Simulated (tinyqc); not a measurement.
Weibull analysis of times to dielectric breakdown, with area scaling: one step of the calculation.

Breakdown times follow F(t) = 1 - exp(-(t/t63)^beta). The 9 times below were drawn at random from beta = 1, t63 = 45 s and are treated as data; all samples failed.

Problem. Median ranks and the Weibull scale. F_i = (i - 0.3)/(n + 0.4) for the sorted times, W_i = ln(-ln(1 - F_i)).

| i | t (s) |
|---|---|
| 1 | 1.69 |
| 2 | 6.09 |
| 3 | 19.2 |
| 4 | 23.2 |
| 5 | 27 |
| 6 | 36.9 |
| 7 | 40.1 |
| 8 | 55.7 |
| 9 | 103 |

Find: F; W; ln t.

Solution.

| i | F | W | ln t |
|---|---|---|---|
| 1 | 0.0745 | -2.559 | 0.525 |
| 2 | 0.1809 | -1.612 | 1.807 |
| 3 | 0.2872 | -1.083 | 2.955 |
| 4 | 0.3936 | -0.693 | 3.144 |
| 5 | 0.5000 | -0.367 | 3.296 |
| 6 | 0.6064 | -0.070 | 3.608 |
| 7 | 0.7128 | 0.221 | 3.691 |
| 8 | 0.8191 | 0.537 | 4.020 |
| 9 | 0.9255 | 0.955 | 4.635 |

tinyqc, about 0.01 s, one thread, Intel Xeon 2.30GHz (shared host): `OMP_NUM_THREADS=1 python tinyqc.py 2070016 2070017 out.jsonl`
